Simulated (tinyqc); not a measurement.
Electroplating on a thin resistive seed layer: kinetics, Wagner number and the terminal effect across a wafer. Changing the seed thickness t. Computed by tinyqc, a small Python program. Command: `OMP_NUM_THREADS=1 python tinyqc.py 3121147 3121148 out.jsonl terminal sweep`. One thread of a shared host (Intel(R) Xeon(R) Processor @ 2.30GHz), about 0.05 s of CPU time with the checks.

Current enters the seed at the rim. The bath is treated as a local resistance per area (no lateral flow in the liquid), two electrons per ion, molar volume 7.11 cm^3/mol, Faraday constant F = e N_A, kinematic viscosity 0.01 cm^2/s, omega = 2 pi x rpm/60; k_B T/e is in volts.

Inputs (values chosen for the exercise, of the order of those for copper plating on a thin cobalt or ruthenium seed):

| quantity | value | unit |
|---|---|---|
| wafer radius R | 15 | cm |
| seed resistivity | 4.5 | microohm cm |
| bath conductivity kappa | 0.36 | S/cm |
| gap to the anode h | 10 | cm |
| extra resistance of a porous plate | 42 | ohm cm^2 |
| exchange current density i_0 | 1.3 | mA/cm^2 |
| cathodic transfer coefficient alpha | 0.52 | - |
| mean current density | 9.1 | mA/cm^2 |
| diffusivity of the metal ion | 6.2e-06 | cm^2/s |
| metal ion concentration | 0.73 | mol/L |
| rotation rate | 30 | rpm |
| temperature T | 298 | K |

Constants: e = 1.602176634e-19 C; N_A = 6.02214076e+23 1/mol; k_B = 8.617333262e-05 eV/K.

Method:
- Growth rate = i V_m/(2 F). Levich limit i_L = 0.62 x 2 F D^(2/3) omega^(1/2) nu^(-1/6) c. Tafel overpotential eta = (k_B T/(alpha e)) ln(i/i_0); kinetic resistance k_B T/(alpha e i); bath resistance h/kappa + plate; R_s = resistivity/t; Wagner number = kinetic resistance x kappa/R.
- Linearised: with R_t = kinetic + bath resistance the current density obeys (1/r)(r i')' = i R_s/R_t, so i = A I_0(r/l), l = sqrt(R_t/R_s); with x = R/l, edge/centre = I_0(x) and edge/mean = x I_0(x)/(2 I_1(x)).
- Voltage drop in the seed for a uniform current: i R_s R^2/4.
- Full model: seed potential phi(r) with (1/r)(r phi')' = R_s i, where i solves phi = R_b i + (k_B T/(alpha e)) ln(i/i_0) (phi being the driving voltage left at r); phi'(0) = 0 and phi'(R) = R_s i_mean R/2. Solved by collocation to a tolerance of 1e-7.

One run for each value:

| seed thickness t (nm) | edge over centre, full model | edge over centre, linear | x = R/l | drop for uniform current (mV) |
|---|---|---|---|---|
| 5.0 | 25.27 | 32.27 | 5.189 | 4607 |
| 9.1 | 9.21 | 9.90 | 3.846 | 2531 |
| 17.0 | 4.13 | 4.20 | 2.814 | 1355 |
| 30.0 | 2.47 | 2.48 | 2.118 | 768 |
| 55.0 | 1.71 | 1.71 | 1.565 | 419 |
| 100.0 | 1.37 | 1.37 | 1.160 | 230 |
| 180.0 | 1.20 | 1.20 | 0.865 | 128 |
| 330.0 | 1.10 | 1.10 | 0.639 | 70 |
| 600.0 | 1.06 | 1.06 | 0.474 | 38 |

Describe the trends.

Over the rows, edge over centre, full model falls from 25.3 to 1.06 (exponent d ln y / d ln x -1.7 between the first rows and -0.074 between the last); edge over centre, linear falls from 32.3 to 1.06 (exponent d ln y / d ln x -2.0 between the first rows and -0.074 between the last); x = R/l falls from 5.19 to 0.474 (exponent d ln y / d ln x about -0.50 throughout).
